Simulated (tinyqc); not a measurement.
Band gaps under pressure and temperature from deformation potentials, step by step. Values are carried at full precision from step to step, so a last printed digit may differ when a step is redone from the rounded ones.

Murnaghan: V/V0 = (1 + Bp P/B0)^(-1/Bp), B0 = (C11 + 2 C12)/3. Each gap moves by a ln(V/V0) with its volume potential a, and falls with temperature by aV T^2/(T + bV) (Varshni); the two effects are added. No change of phase is considered.

Parameters, chosen for this exercise (near those of InAs, the X and L potentials typical of such crystals; shifted at random, so the results belong to these values and not to a real crystal): C11 = 83.6 GPa; C12 = 44.4 GPa; Bp = 4.11 (pressure derivative of the bulk modulus); P = 2.4 GPa (pressure); Eg = 0.421 eV (gap at Gamma to the s-like level at 0 K, 0 GPa); EgX = 1.424 eV (gap to X at 0 K, 0 GPa); EgL = 1.148 eV (gap to L at 0 K, 0 GPa); aG = -6.05 eV (volume potential of the Gamma gap); aX = 1.93 eV (volume potential of the X gap); aL = -3.72 eV (volume potential of the L gap); aV = (0.282, 0.273, 0.278) meV/K (Varshni alpha of Gamma, X, L); bV = (91, 100, 86) K (Varshni beta of Gamma, X, L); T = 0 K (temperature); aT = 4.5 1e-6/K (linear thermal expansion near 300 K).

## Volume under pressure

Give B0, V/V0, ln(V/V0), the change of the lattice constant and the linear estimate -P/B0.

B0 = 57.47 GPa
V/V0 = 0.96219
ln(V/V0) = -0.03854
change of a = -1.277 %
-P/B0 = -0.04176

The stiffening under pressure makes the compression 7.7 % smaller than the linear estimate.

## Gaps at P and T

Give both shifts and the gaps.

pressure shifts (eV): Gamma 0.2332, X -0.0744, L 0.1434

temperature shifts (eV): Gamma 0.0000, X 0.0000, L 0.0000

gaps (eV): Gamma 0.6542, X 1.3496, L 1.2914

The lowest valley is Gamma (direct gap), 637 meV below L; at 0 K and 0 GPa it is Gamma.

## Pressure coefficients

Expand in P: E = E0 + c1 P + c2 P^2 with c1 = -a/B0 and c2 = a Bp/(2 B0^2).

c1 (meV/GPa): Gamma 105.28, X -33.58, L 64.73

c2 (meV/GPa^2): Gamma -3.765, X 1.201, L -2.315

Gamma and L rise under pressure and X falls, as the signs of the volume potentials say.

## Pressures at which the valleys cross

Two gaps meet at ln(V/V0) = -(E_i - E_j)/(a_i - a_j), with the gaps at T and P = 0; then P = (B0/Bp)(exp(-Bp ln(V/V0)) - 1). A dash marks expansion or a compression beyond ln(V/V0) = -0.3.

Crossings:
```
pair     E_i - E_j (eV)  ln(V/V0)  P (GPa)
Gamma-X         -1.0030   -0.1257     9.46
Gamma-L         -0.7270   -0.3120        -
L-X             -0.2760   -0.0488     3.11
```

The lowest valley changes at 9.46 GPa (Gamma to X). The real crystal changes phase near 7 GPa, so a crossing above that is not reached.

## How much of dE/dT is thermal expansion

At 300 K: dE/dT = -aV T (T + 2 bV)/(T + bV)^2; expansion alone gives 3 aT a; the rest is electron-phonon coupling.

dE/dT (meV/K): Gamma -0.2667, X -0.2559, L -0.2642

from expansion (meV/K): Gamma -0.0817, X 0.0261, L -0.0502

remainder (meV/K): Gamma -0.1851, X -0.2820, L -0.2140

Expansion supplies 31 % of the slope at Gamma and 19 % at L; at X it works against the fall.

## Checks

- Slope of the Gamma gap at P = 0 by finite differences against c1 (meV/GPa): both 105.28.

Computed by tinyqc, a small Python program: `OMP_NUM_THREADS=1 python tinyqc.py 1081353 1081354 out.jsonl` (the numbers bound the seed that draws the inputs); one thread of a shared host (Intel(R) Xeon(R) Processor @ 2.30GHz), about 0.01 s for the whole set of steps.
